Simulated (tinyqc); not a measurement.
Worked calculation: free-carrier optics of a doped semiconductor (Drude model with one polar phonon). Values are carried at full precision from step to step, so a last printed digit may differ when a step is redone from the rounded ones.

eps(E) = ei [1 - Ep^2/(E^2 + i E Gam)] + (es - ei) wT^2/(wT^2 - E^2 - i E gT), with Ep^2 = 8 pi c (e^2/(4 pi eps0)) N/(m ei), c = hbar^2/2m0, N in 1/angstrom^3 (1e-24 per 1/cm^3); Gam = hbar/tau, tau = mu m m0/e with m0/e = 5.685630e-12 kg/C and mu in m^2/(V s). Energies in meV.

Constants: hbar^2/2m0 = 3.80998211 eV angstrom^2; e^2/(4 pi eps0) = 14.39964547 eV angstrom; hbar = 6.58211957e-16 eV s; hbar c = 1973.269805 eV angstrom.

Parameters, chosen for this exercise (mass and dielectric values near those of InAs; N and mu are free inputs; interband absorption and the rise of the mass with filling are left out; the results hold for these values, not for the real material):
```
symbol  value   unit        meaning
N       3e+16   1/cm^3      carrier density
m       0.0259  m0          conductivity mass
mu      33000   cm^2/(V s)  mobility
ei      12.3                high-frequency dielectric constant
wT      26.7    meV         TO phonon
es      15.03               static dielectric constant
gT      0.4     meV         phonon damping
E       4.3     meV         photon energy
```

## Plasma energy and damping

Evaluate Ep, tau, Gam, the plasma wavelength hc/Ep (hc = 1239.841984 eV nm) and the dc resistivity 1/(e N mu), e = 1.602176634e-19 C.

Ep = 11.3950 meV
tau = 485.95 fs
Gam = 1.3545 meV
plasma wavelength = 108.81 micrometre
rho = 0.00630 ohm cm

Ep/Gam = 8.41: the plasma edge is sharp.

## Dielectric function at one energy

Insert the numbers.

free-carrier term = -78.5803+24.7525i
eps = -63.4776+24.7594i

## Optical constants

n + i k = sqrt(eps1 + i eps2) with k >= 0; R = ((n - 1)^2 + k^2)/((n + 1)^2 + k^2) at normal incidence from vacuum; alpha = 2 E k/(hbar c), times 1e8 for 1/cm; loss function Im(-1/eps) = eps2/(eps1^2 + eps2^2).

Convert eps at the photon energy E (in meV) into the optical constants.

n = 1.5261
k = 8.1121
R = 0.9154
alpha = 3.54e+03 1/cm

Light of this energy penetrates 1/alpha = 2.83 micrometre.

## Coupled plasmon-phonon modes

Without damping eps = 0 gives E^4 - (wL^2 + Ep^2) E^2 + Ep^2 wT^2 = 0 with wL = wT sqrt(es/ei) (Lyddane-Sachs-Teller).

wL = 29.51 meV

L-, L+ (meV): 10.15  29.96

L+ lies 0.45 meV above the larger of wL and Ep; L- lies below wT by 16.55 meV.

## Checks

- Integral of E eps2 of the free-carrier term against (pi/2) ei Ep^2 (meV^2): both 2508.7.

(tinyqc, `OMP_NUM_THREADS=1 python tinyqc.py 1651656 1651657 out.jsonl`, Intel(R) Xeon(R) Processor @ 2.30GHz, 1 thread, shared host, about 0.01 s.)
